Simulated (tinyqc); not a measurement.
Comparisons within one model: exchange-split free-electron bands and tunnelling magnetoresistance. A value that a table varies takes the place of the one given here.

Majority and minority bands E = c k^2/m -/+ Dx/2, c = hbar^2/2m0, so k_up = sqrt(m (EF + Dx/2)/c), k_dn = sqrt(m (EF - Dx/2)/c); n_s = k_s^3/(6 pi^2), D_s = m k_s/(4 pi^2 c).

Barrier: kappa = sqrt(mb phi/c), c = hbar^2/2m0. With a = k1/m, b = k2/m, w = kappa/mb, the transmission at normal incidence is T(k1, k2) = 4 a b w^2/[w^2 (a + b)^2 + (w^2 + a^2)(w^2 + b^2) sinh^2(kappa d)]. Parallel: G_P = T(up, up) + T(dn, dn); antiparallel: G_AP = 2 T(up, dn); TMR = (G_P - G_AP)/G_AP. Julliere: TMR = 2 P^2/(1 - P^2). Slonczewski factor: P_eff = P_k (w^2 - a_up a_dn)/(w^2 + a_up a_dn), P_k = (k_up - k_dn)/(k_up + k_dn).

Constants: hbar^2/2m0 = 3.80998211 eV angstrom^2.

Parameters, chosen for this exercise: EF = 3.37 eV (Fermi energy above the mean band bottom); Dx = 3.44 eV (exchange splitting); m = 1.24 m0 (mass in the electrodes); mb = 0.8 m0 (mass in the barrier); d = 7.5 angstrom (barrier thickness); phi = 2.24 eV (barrier height above EF).

## Barrier height

Results:

| phi (eV) | w (1/angstrom) | P_eff | TMR (%) | G_P |
|---|---|---|---|---|
| 0.20 | 0.256 | -0.2214 | 8.86 | 0.140 |
| 0.40 | 0.362 | -0.1777 | 6.20 | 0.0607 |
| 0.70 | 0.479 | -0.1249 | 3.16 | 0.0195 |
| 1.0 | 0.573 | -0.0832 | 1.41 | 0.00709 |
| 1.5 | 0.702 | -0.0301 | 0.19 | 0.00162 |
| 2.0 | 0.810 | 0.0092 | 0.02 | 0.000444 |
| 3.0 | 0.992 | 0.0637 | 0.81 | 4.79e-05 |
| 4.0 | 1.146 | 0.0996 | 2.00 | 7.09e-06 |
| 6.0 | 1.403 | 0.1440 | 4.24 | 2.78e-07 |
| 10 | 1.811 | 0.1880 | 7.32 | 1.59e-09 |

P_eff vanishes where w^2 = a_up a_dn, at phi = 1.87 eV, inside the table; the lowest TMR listed is 0.02 % at 2 eV. TMR is 8.9 % at the lowest barrier and 7.3 % at the highest, against 16.3 % for Julliere with P_k; P_eff tends to +P_k for very high barriers and to -P_k for very low ones. G_P falls by 7.9 decades.

## Barrier thickness

Results:

| d (angstrom) | kappa d | G_P | G_AP | TMR (%) |
|---|---|---|---|---|
| 1 | 0.686 | 1.25 | 1.19 | 5.08 |
| 2 | 1.372 | 0.425 | 0.418 | 1.79 |
| 3 | 2.057 | 0.117 | 0.116 | 0.58 |
| 4 | 2.743 | 0.0302 | 0.0302 | 0.24 |
| 6 | 4.115 | 0.00196 | 0.00196 | 0.13 |
| 8 | 5.487 | 0.000126 | 0.000126 | 0.12 |
| 10 | 6.858 | 8.12e-06 | 8.11e-06 | 0.12 |
| 13 | 8.916 | 1.33e-07 | 1.32e-07 | 0.12 |
| 16 | 10.973 | 2.16e-09 | 2.16e-09 | 0.12 |
| 20 | 13.716 | 8.96e-12 | 8.95e-12 | 0.12 |

For thick barriers each angstrom costs a factor exp(2 kappa) = 3.94 in both conductances, and TMR settles at 0.12 % (the interface factor, which vanishes at (kappa/mb)^2 = k_up k_dn/m^2, reduces it below the value from the polarisation of k alone); it is within 0.1 point of that from d = 6 angstrom on. At 1 angstrom it is 5.08 %, where the barrier is thin and the mismatch of k_up and k_dn starts to rule, as it does fully for d -> 0.

## Exchange splitting

Dx takes the listed multiples of 2 EF.

Results:

| Dx/(2 EF) | k_up | k_dn | P_k | P_eff | TMR (%) |
|---|---|---|---|---|---|
| 0.10 | 1.0984 | 0.9935 | 0.0501 | 0.0009 | 0.00 |
| 0.20 | 1.1472 | 0.9367 | 0.1010 | 0.0025 | 0.00 |
| 0.35 | 1.2168 | 0.8443 | 0.1807 | 0.0086 | 0.02 |
| 0.50 | 1.2827 | 0.7405 | 0.2679 | 0.0232 | 0.11 |
| 0.65 | 1.3453 | 0.6196 | 0.3693 | 0.0558 | 0.63 |
| 0.80 | 1.4051 | 0.4684 | 0.5000 | 0.1320 | 3.55 |
| 0.90 | 1.4436 | 0.3312 | 0.6268 | 0.2541 | 13.81 |
| 0.97 | 1.4699 | 0.1814 | 0.7803 | 0.4824 | 60.64 |

P_k rises from 0.050 to 0.780, and TMR goes from 0.00 % to 60.6 %, steadily. At Dx = 2 EF the minority band is empty (a half metal) and G_AP vanishes.

## What moves the magnetoresistance

All results formed anew. Each row changes one parameter from the base and keeps the others.

Results:

| case | P_k | P_eff | TMR (%) | G_P |
|---|---|---|---|---|
| base | 0.2744 | 0.0247 | 0.12 | 0.000250 |
| Dx = 3.612 eV | 0.2906 | 0.0288 | 0.17 | 0.000248 |
| EF = 3.707 eV | 0.2460 | 0.0069 | 0.01 | 0.000256 |
| phi = 2.912 eV | 0.2744 | 0.0598 | 0.72 | 5.74e-05 |
| mb = 0.64 m0 | 0.2744 | 0.0547 | 0.60 | 0.000723 |
| d = 9.5 angstrom | 0.2744 | 0.0247 | 0.12 | 1.61e-05 |
| m = 1.488 m0 | 0.2744 | 0.0493 | 0.49 | 0.000246 |

The largest shifts from the base row, up to three for each result and ties (the steps differ in size, so this ranks the rows, not the parameters). P_k: EF -0.0284, Dx +0.0162; unchanged at the printed digits by phi, mb, d and m. P_eff: phi +0.0351, mb +0.0299, m +0.0245; unchanged at the printed digits by d. TMR (%): phi +0.59, mb +0.48, m +0.36; unchanged at the printed digits by d. G_P: mb +0.000473, d -0.000234, phi -0.000193.

Run: tinyqc, `OMP_NUM_THREADS=1 python tinyqc.py 1650977 1650978 out.jsonl`; Intel(R) Xeon(R) Processor @ 2.30GHz, one thread, shared host; about 0.01 s of CPU time with all checks.
